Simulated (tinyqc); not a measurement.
Scan in temperature at fixed frequency: admittance spectroscopy and thermally stimulated current of one trap level in a depletion layer. Computed by tinyqc, a small Python program. Command: `OMP_NUM_THREADS=1 python tinyqc.py 3113175 3113176 out.jsonl admit walk`. One thread of a shared host (Intel(R) Xeon(R) Processor @ 2.30GHz), about 0.01 s of CPU time with the checks.

A Schottky junction on n-type material holds one donor-like electron trap; shallow donors are fully ionised and abrupt depletion edges are assumed.

Inputs (values chosen for the exercise, modelled on n-type 4H-SiC):
```
quantity                         value    unit
dielectric constant eps           9.84       -
density-of-states mass m           0.8     m_0
shallow doping N               9.5e+16  1/cm^3
trap density N_t               2.6e+16  1/cm^3
trap depth E_t below the band    0.307      eV
capture cross section sigma    2.3e-14    cm^2
band bending V_b                   1.2       V
test frequency f                  1000      Hz
```

Constants: k_B = 1.380649e-23 J/K; m_0 = 9.1093837015e-31 kg; h = 6.62607015e-34 J s; k_B = 8.617333262e-05 eV/K; eps_0 = 8.8541878128e-12 F/m; e = 1.602176634e-19 C.

Method:
- N_c = 2 (2 pi m k_B T/h^2)^(3/2), v_th = sqrt(3 k_B T/m), emission rate e_n = sigma v_th N_c exp(-E_t/(k_B T)).
- Where the level crosses the Fermi level capture equals emission, so the trap follows the signal with the rate 2 e_n; G/omega peaks at omega = 2 e_n (the correction for large N_t/N is left out).
- Solve 2 e_n(T_p) = 2 pi f.
- With E_c - E_F = k_B T_p ln(N_c/N): lambda = sqrt(2 eps eps_0 (E_t - (E_c - E_F))/(e^2 N)); traps are empty and charged for x < x_t = w - lambda, and V_b = e (N w^2 + N_t x_t^2)/(2 eps eps_0). High frequency: C_hf = eps eps_0/w. Low frequency: C_lf = eps eps_0 (N + N_t)/(N w + N_t x_t).
- With x = omega/(2 e_n): C = C_hf + (C_lf - C_hf)/(1 + x^2), G/omega = (C_lf - C_hf) x/(1 + x^2); C_hf and C_lf are held at their values at T_p.

peak temperature T_p = 176.357 K

C_hf = 77.2010 nF/cm^2

C_lf = 85.7492 nF/cm^2

Admittance:
```
T (K)  omega/(2 e_n)  C (nF/cm^2)  G/omega (nF/cm^2)
155.2     2.0274e+01       77.222             0.4206
162.2     6.8928e+00       77.377             1.2146
167.5     3.2258e+00       77.950             2.4176
172.8     1.5786e+00       79.649             3.8644
176.4     9.9456e-01       81.498             4.2740
179.9     6.4554e-01       83.235             3.8950
185.2     3.4560e-01       84.837             2.6391
192.2     1.5925e-01       85.538             1.3277
201.0     6.4679e-02       85.714             0.5506
```

What does the comparison show, and why?

The peak of G/omega is half the step, 4.27 nF/cm^2. Its full width is near 2 ln(2 + sqrt3) k_B T_p^2/(E_t + 2 k_B T_p) = 20.9 K.

Extremes, crossings and ranges named in words are read from the listed rows.
